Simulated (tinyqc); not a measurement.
Round nanowire with a gate all round, subbands and threshold shift from confinement: two steps of the calculation.

Undoped body with a flat potential across it, hard walls, transport along x. One isotropic valley (g = 1, mx = my = mz = me). Non-parabolicity enters the subband edges through E (1 + al E) = gamma, so E = 2 gamma/(1 + sqrt(1 + 4 al gamma)); motion within a subband is taken as parabolic with the band-edge mass. Energies are counted from the bulk band edge.

Inputs (values chosen for the exercise); masses close to those of InAs: temperature T = 200 K; mass at the band edge me = 0.0225 m0; non-parabolicity al = 2.9 1/eV; diameter t = 8.7 nm; widening of the box by penetration into the insulator dl = 0.2 nm.

Constants: q = 1.602176634e-19 C, kB = 1.380649e-23 J/K, hbar = 1.054571817e-34 J s, m0 = 9.1093837015e-31 kg, Vt = kB T/q, hbar^2/(2 m0) = 0.0380998212 eV nm^2. Results are converted to the units shown.

Task 1. Lowest subbands. gamma = C (2 z/(t + dl))^2 (1/my + 1/mz)/2, z the zeros of the Bessel functions J_l (2.404826, 3.831706, 5.135622, 5.520078, ...), twofold for l > 0; the mean inverse mass is an approximation for anisotropic valleys, C = hbar^2/(2 m0). List the 6 lowest, labelled by quantum numbers, with degeneracy g and N_k: N_k = g sqrt(2 mx m0 kB T/(pi hbar^2)).

Find: E_k; g; N_k.

Result 1.

| subband | E_k (eV) | g | N_k (cm^-1) |
|---|---|---|---|
| 0,1 | 0.27508 | 1 | 5.6919e5 |
| 1,1 | 0.50777 | 2 | 1.1384e6 |
| 2,1 | 0.72615 | 2 | 1.1384e6 |
| 0,2 | 0.79103 | 1 | 5.6919e5 |
| 3,1 | 0.93665 | 2 | 1.1384e6 |
| 1,2 | 1.0446 | 2 | 1.1384e6 |

Task 2. Threshold shift. Each subband has N_k = g sqrt(2 mx m0 kB T/(pi hbar^2)); without degeneracy n = exp(EF/Vt) sum N_k exp(-E_k/Vt). Classical value Nc times pi t^2/4, Nc = sum over valleys of 2 g (m m0 kB T/(2 pi hbar^2))^1.5 with m = (mx my mz)^(1/3). Threshold shift dVT = Vt ln(classical value/sum N_k exp(-E_k/Vt)). Use the subbands listed.

| subband | E_k (eV) | N_k (cm^-1) |
|---|---|---|
| 0,1 | 0.27508157 | 5.6918874e5 |
| 1,1 | 0.50776679 | 1.1383775e6 |
| 2,1 | 0.72615182 | 1.1383775e6 |
| 0,2 | 0.79102571 | 5.6918874e5 |
| 3,1 | 0.93664682 | 1.1383775e6 |
| 1,2 | 1.0445512 | 1.1383775e6 |

Find: shares; sum N_k exp(-E_k/Vt); Nc; classical value; dVT.

Result 2.

| subband | shares (%) |
|---|---|
| 0,1 | 100.0 |
| 1,1 | 0.0 |
| 2,1 | 0.0 |
| 0,2 | 0.0 |
| 3,1 | 0.0 |
| 1,2 | 0.0 |

sum N_k exp(-E_k/Vt) = 0.06661 cm^-1
Nc = 4.610e16 cm^-3
classical value = 2.741e4 cm^-1
dVT = 222.8 mV

Range of the model: Non-parabolicity also makes carriers heavier within each subband, which is left out, so densities of states are understated at high energy.

Numbers from tinyqc (`OMP_NUM_THREADS=1 python tinyqc.py 2350128 2350129 out.jsonl`; about 0.1 s on one thread of a shared Intel Xeon 2.30GHz).
